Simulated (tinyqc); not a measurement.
Changing the temperature T: q-state Potts model on a small periodic square lattice: enumeration, Metropolis, heat-bath and Wolff steps. Computed by tinyqc, a small Python program. Command: `OMP_NUM_THREADS=1 python tinyqc.py 3111609 3111610 out.jsonl potts sweep`. One thread of a shared host (Intel(R) Xeon(R) Processor @ 2.30GHz), about 0.05 s of CPU time with the checks.

E = -J x (number of nearest-neighbour bonds with equal states); n x n sites with periodic edges have 2 n^2 bonds. Order parameter m = (q f - 1)/(q - 1), f being the largest share of one state. Sites are numbered row by row from 0. Here q = 4 and n = 3.

Inputs (values chosen for the exercise, for a model of domains or grain orientations): number of states q = 4; edge n = 3; coupling J = 51 meV.

Constants: k_B = 8.617333262e-05 eV/K.

Method:
- K = J/(k_B T); the infinite square lattice orders at K_c = ln(1 + sqrt(q)); Wolff bond probability p = 1 - exp(-K).
- All q^(n^2) states are counted by their number b of equal bonds; weights g(b) exp(K b), K = J/(k_B T). Per site: u = -J <b>/n^2, c/k_B = K^2 (<b^2> - <b>^2)/n^2.
- ln Z = ln sum g(b) exp(K b); entropy per site s/k_B = (ln Z - K <b>)/n^2.
- The same sums with m: <m> and the Binder ratio U = 1 - <m^4>/(3 <m^2>^2).

One run for each value:

| temperature T (K) | heat capacity c (k_B/site) | entropy s (k_B/site) | <m> | energy u (meV/site) |
|---|---|---|---|---|
| 204 | 3.7617e-03 | 0.1544 | 0.99996 | -101.99 |
| 272 | 4.1567e-02 | 0.1592 | 0.99927 | -101.89 |
| 363 | 2.6288e-01 | 0.1949 | 0.99194 | -100.88 |
| 484 | 1.1482e+00 | 0.3746 | 0.93516 | -94.14 |
| 645 | 1.7276e+00 | 0.8431 | 0.71202 | -71.30 |
| 860 | 6.7897e-01 | 1.1860 | 0.48176 | -49.71 |
| 1150 | 2.2842e-01 | 1.3042 | 0.37408 | -39.80 |
| 1530 | 9.5755e-02 | 1.3472 | 0.32413 | -34.98 |
| 2040 | 4.5281e-02 | 1.3664 | 0.29615 | -32.09 |

Over the rows, heat capacity c (k_B/site) goes from 0.00376 through a maximum among these rows, 1.73 at 645, to 0.0453; entropy s (k_B/site) rises from 0.154 to 1.37 (exponent d ln y / d ln x 0.11 between the first rows and 0.049 between the last); <m> falls from 1.000 to 0.296 (exponent d ln y / d ln x -0.0024 between the first rows and -0.31 between the last). The entropy runs between ln(q)/n^2 = 0.154 and ln q = 1.386 k_B per site.

Extremes, crossings and ranges named in words are read from the listed rows.
